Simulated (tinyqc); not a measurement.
Deformation-potential model of the X valleys of a conduction band: one step. Piezoresistance from repopulation. Three cases, with inputs chosen for the exercise.

Task: For small stress d(rho)/rho = pi X. For valleys on the cube axes pi11 = -(2/3) Xu (s11 - s12)/kT x (K - 1)/(2K + 1), pi12 = -pi11/2, pi44 = 0, K = ml/mt. For stress along [110]: pi_l = (pi11 + pi12 + pi44)/2 with the current along it and pi_t = (pi11 + pi12 - pi44)/2 with the current along [1-10]. 1/GPa = 100 x 1e-11/Pa.

Constants: kB = 8.617333262e-05 eV/K.

Case 1.

Values chosen (near those of AlAs; the results hold for these values, not for the real material): ml = 1.074 m0 (longitudinal mass); mt = 0.203 m0 (transverse mass); Xu = 5.52 eV (uniaxial potential); T = 300 K (temperature).

s11, s12, s44 (1/TPa): [10.704597, -3.203609, 18.416206]

Case 2.

Values chosen (near those of AlAs; the results hold for these values, not for the real material): ml = 1.107 m0 (longitudinal mass); mt = 0.198 m0 (transverse mass); Xu = 5.93 eV (uniaxial potential); T = 77 K (temperature).

s11, s12, s44 (1/TPa): [10.756491, -3.209989, 18.281536]

Case 3.

Values chosen (near those of GaP; the results hold for these values, not for the real material): ml = 2.069 m0 (longitudinal mass); mt = 0.242 m0 (transverse mass); Xu = 6.19 eV (uniaxial potential); T = 150 K (temperature).

s11, s12, s44 (1/TPa): [9.781115, -3.006609, 14.104372]

Give: K; pi11, pi12, pi44; pi_l, pi_t for [110].

Result:

Case 1.

K = 5.291

pi11, pi12, pi44 (1e-11/Pa): [-73.3, 36.7, 0.0]

pi_l, pi_t for [110] (1e-11/Pa): [-18.3, -18.3]

Case 2.

K = 5.591

pi11, pi12, pi44 (1e-11/Pa): [-313.6, 156.8, 0.0]

pi_l, pi_t for [110] (1e-11/Pa): [-78.4, -78.4]

Case 3.

K = 8.550

pi11, pi12, pi44 (1e-11/Pa): [-170.3, 85.1, 0.0]

pi_l, pi_t for [110] (1e-11/Pa): [-42.6, -42.6]

Only the transfer between valleys is counted; changes of mass and of intervalley scattering add to it in a real crystal.

Computed by tinyqc, one run a case: `OMP_NUM_THREADS=1 python tinyqc.py N N+1 out.jsonl` with N = 1081046, 1081074, 1081155; one thread of a shared Intel(R) Xeon(R) Processor @ 2.30GHz, about 0.03 s a run at most.
